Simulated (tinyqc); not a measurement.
Zero-field barrier from two thresholds.

Question. The photoemission threshold over an interface barrier is Phi = P0 - sqrt(q F/(4 pi eps0 ei)). Find P0 and ei.

Constants: q = 1.602176634e-19 C, eps0 = 8.8541878128e-14 F/cm where lengths are in cm. Results are converted to the units shown.

thresholds at F = 0.7 and 3.5 MV/cm (eV): [2.9075599, 2.7067729]

Answer. Phi is linear in sqrt(F): the intercept is P0 and the slope gives ei.

P0 = 3.070 eV
ei = 3.820

Numbers from tinyqc (`OMP_NUM_THREADS=1 python tinyqc.py 2410037 2410038 out.jsonl`; about 0.01 s on one thread of a shared Intel Xeon 2.30GHz).
